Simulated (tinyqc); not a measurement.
Inside a calculation. Model: gas flow in a process chamber: flow regimes, conductance, effective pumping speed, pump-down, outgassing and purge. Computed by tinyqc, a small Python program that keeps every step. Command: `OMP_NUM_THREADS=1 python tinyqc.py 3121107 3121108 out.jsonl pump walk`. One thread of a shared host (Intel(R) Xeon(R) Processor @ 2.30GHz), about 0.06 s of CPU time with the checks. Intermediate numbers are printed to about 6 digits and carried at full precision; extremes and crossings named in words are read from the listed rows.

Ideal gas, isothermal flow, a pump of constant speed at the end of a round pipe; process gas, volume gas and outgassing are given the same properties. 1 sccm = 101325 Pa x 1e-6 m^3/60 s x T/273.15 K.

Inputs (values chosen for the exercise, modelled on hydrogen near room temperature):

| quantity | value | unit |
|---|---|---|
| molar mass M | 2.016 | g/mol |
| molecular diameter | 0.27 | nm |
| viscosity eta | 8.9 | micropascal s |
| temperature T | 293 | K |
| chamber volume V | 18 | L |
| wall area | 0.59 | m^2 |
| pipe diameter d | 16 | cm |
| pipe length l | 59 | cm |
| pump speed S | 210 | L/s |
| process gas flow | 600 | sccm |
| outgassing rate after 1 h | 2.6e-06 | Pa m^3/(s m^2) |
| outgassing exponent n | 0.76 | - |
| starting pressure p0 | 1900 | Pa |
| target base pressure | 0.0002 | Pa |

Constants: k_B = 1.380649e-23 J/K; u = 1.6605390666e-27 kg.

## Molecular flow

Mean speed c = sqrt(8 k_B T/(pi m)); aperture conductance C_a = c pi d^2/16; molecular pipe C_m = C_a/(1 + 3 l/(4 d)) (Dushman form); viscous pipe C_v = pi d^4 p_mean/(128 eta l); Knudsen interpolation C = C_v + C_m (1 + x)/(1 + 1.24 x), x = d p_mean sqrt(m/(k_B T))/eta. Effective speed 1/S_eff = 1/S + 1/C_m; time constant V/S_eff; pressure at which the free path k_B T/(sqrt2 pi d_m^2 p) equals d.

mean speed c = 1754.19 m/s

C_a = 8817.50 L/s

C_m = 2341.58 L/s

S_eff in molecular flow = 192.717 L/s

time constant = 0.0934014 s

pressure where the free path equals d = 0.0780618 Pa

The pipe passes on 92 % of the pump speed.

## Process pressure

Steady flow: the pump inlet is at p_2 = Q/S, and the chamber pressure p_1 solves Q = C((p_1 + p_2)/2) (p_1 - p_2). Residence time = p_1 V/Q. Knudsen number = free path at the mean pressure over d.

throughput Q = 1086.88 Pa L/s

p_2 = 5.17564 Pa

chamber pressure p_1 = 5.23656 Pa

conductance C = 17840.0 L/s

residence time = 0.0867233 s

Knudsen number = 0.0149943

The flow in the pipe is transitional.

## Purging a well-mixed chamber

With steady flow a contaminant decays as exp(-t/residence time); gas used = flow x time.

time to dilute 1e3 times = 0.599063 s

time to dilute 1e6 times = 1.19813 s

gas used for 1e6 = 11.9813 standard cm^3

## Pump-down curve

Pump-down: V dp/dt = -S_eff(p) p + q(t) A, with S_eff = S p_2/p, where p_2 solves C((p + p_2)/2) (p - p_2) = S p_2 at each moment, and q(t) = q_1 (1 h/(t + 10 s))^n; integrated adaptively. At long times p = q(t) A/S_eff. S_eff(p) is tabulated at 260 pressures and interpolated in ln p. Comparison columns: p0 exp(-t/time constant) with the molecular S_eff (0 below 1e-26 p0), and the outgassing limit.

Pressure against time:

| t (s) | p (Pa) | S_eff (L/s) | volume gas only (Pa) | outgassing limit (Pa) |
|---|---|---|---|---|
| 0.3 | 5.74418e+01 | 209.752 | 7.65287e+01 | 6.82244e-04 |
| 1 | 2.37925e-02 | 192.205 | 4.25589e-02 | 6.48990e-04 |
| 3 | 5.74839e-04 | 192.694 | 2.13532e-11 | 5.71609e-04 |
| 10 | 4.13525e-04 | 192.700 | 0 | 4.12015e-04 |
| 30 | 2.43739e-04 | 192.707 | 0 | 2.43294e-04 |
| 100 | 1.12857e-04 | 192.712 | 0 | 1.12781e-04 |
| 300 | 5.13293e-05 | 192.715 | 0 | 5.13170e-05 |
| 1000 | 2.09143e-05 | 192.716 | 0 | 2.09128e-05 |
| 3600 | 7.94328e-06 | 192.716 | 0 | 7.94311e-06 |
| 20000 | 2.16147e-06 | 192.716 | 0 | 2.16147e-06 |
| 100000 | 6.36302e-07 | 192.717 | 0 | 6.36302e-07 |

From t = 3 s on the pressure is within 20 % of the outgassing limit, which falls only as (t + 10 s)^-0.76: walls, not volume, set the time to base pressure.

## Time to base pressure

From the outgassing limit: t = 1 h x (q_1 A/(S_eff p_target))^(1/n) - 10 s; monolayer time at the target = 1e19 m^-2 x 4 k_B T/(p c) for unit sticking.

time to the target = 0.0116013 h

monolayer time = 0.461217 s

Checks made by the program: throughput from C and the pressure drop (relative difference 1e-09).
